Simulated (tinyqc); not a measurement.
On-chip power grid, static voltage drop by conjugate gradients: two steps of the calculation.

A grid of 3 rows and 4 columns, node k = 4 row + column. Neighbours in a row are joined by Rx, in a column by Ry; pad nodes, which reach the supply through Rp: 0. Each node draws I0, node 4 draws kh I0. The drops u = Vdd - V solve G u = i, with G the conductance matrix (1/Rp added on the diagonal at pad nodes).

Inputs (values chosen for the exercise):
```
symbol,value,unit,meaning
Vdd,0.7,V,supply voltage
Rx,0.29,ohm,resistance of a horizontal segment
Ry,1.3,ohm,resistance of a vertical segment
Rp,0.072,ohm,resistance from a pad node to the supply
I0,2.2,mA,load current of an ordinary node
kh,1,,factor on the load at the hot node
```

Question 1. Conjugate-gradient step. q = G p; a = (r.r)/(p.q); u(new) = u + a p; r(new) = r - a q; b = (r.r)(new)/(r.r); p(new) = r(new) + b p.

u after iteration 1 (mV):

|  | col 0 | col 1 | col 2 | col 3 |
|---|---|---|---|---|
| row 0 | 1.9008000 | 1.9008000 | 1.9008000 | 1.9008000 |
| row 1 | 1.9008000 | 1.9008000 | 1.9008000 | 1.9008000 |
| row 2 | 1.9008000 | 1.9008000 | 1.9008000 | 1.9008000 |

r after iteration 1 (mA):

|  | col 0 | col 1 | col 2 | col 3 |
|---|---|---|---|---|
| row 0 | -24.200000 | 2.200000 | 2.200000 | 2.200000 |
| row 1 | 2.200000 | 2.200000 | 2.200000 | 2.200000 |
| row 2 | 2.200000 | 2.200000 | 2.200000 | 2.200000 |

p after iteration 1 (mA):

|  | col 0 | col 1 | col 2 | col 3 |
|---|---|---|---|---|
| row 0 | 0.000000 | 26.400000 | 26.400000 | 26.400000 |
| row 1 | 26.400000 | 26.400000 | 26.400000 | 26.400000 |
| row 2 | 26.400000 | 26.400000 | 26.400000 | 26.400000 |

Find: q; a; u after iteration 2; r after iteration 2; b; p after iteration 2.

Answer 1.

q (mA S):

|  | col 0 | col 1 | col 2 | col 3 |
|---|---|---|---|---|
| row 0 | -111.3 | 91.0 | 0.0 | 0.0 |
| row 1 | 20.3 | 0.0 | 0.0 | 0.0 |
| row 2 | 0.0 | 0.0 | 0.0 | 0.0 |

a = 0.2173 ohm

u after iteration 2 (mV):

|  | col 0 | col 1 | col 2 | col 3 |
|---|---|---|---|---|
| row 0 | 1.901 | 7.639 | 7.639 | 7.639 |
| row 1 | 7.639 | 7.639 | 7.639 | 7.639 |
| row 2 | 7.639 | 7.639 | 7.639 | 7.639 |

r after iteration 2 (mA):

|  | col 0 | col 1 | col 2 | col 3 |
|---|---|---|---|---|
| row 0 | 0.00 | -17.59 | 2.20 | 2.20 |
| row 1 | -2.21 | 2.20 | 2.20 | 2.20 |
| row 2 | 2.20 | 2.20 | 2.20 | 2.20 |

b = 0.5599

p after iteration 2 (mA):

|  | col 0 | col 1 | col 2 | col 3 |
|---|---|---|---|---|
| row 0 | 0.00 | -2.80 | 16.98 | 16.98 |
| row 1 | 12.57 | 16.98 | 16.98 | 16.98 |
| row 2 | 16.98 | 16.98 | 16.98 | 16.98 |

Question 2. Worst drop, pad currents and power lost. Pad current u/Rp; worst drop as a share of Vdd; power lost in the grid and pads sum_k i_k u_k; power delivered sum_k i_k (Vdd - u_k).

converged u (mV):

|  | col 0 | col 1 | col 2 | col 3 |
|---|---|---|---|---|
| row 0 | 1.900800 | 6.693339 | 9.519449 | 10.836010 |
| row 1 | 11.877005 | 12.648365 | 13.426393 | 13.877834 |
| row 2 | 15.535392 | 15.713494 | 15.937356 | 16.083355 |

Give: worst drop; share of Vdd; pad currents; power lost; power delivered.

Answer 2.

worst drop = 16.08 mV
share of Vdd = 2.298 %
pad currents (mA): node 0 26.40
power lost = 0.3169 mW
power delivered = 18.16 mW

The pad currents add up to the total load, 26.40 mA. The worst drop is at node 11.

Numbers from tinyqc (`OMP_NUM_THREADS=1 python tinyqc.py 2770228 2770229 out.jsonl`; about 0.08 s on one thread of a shared Intel Xeon 2.30GHz).
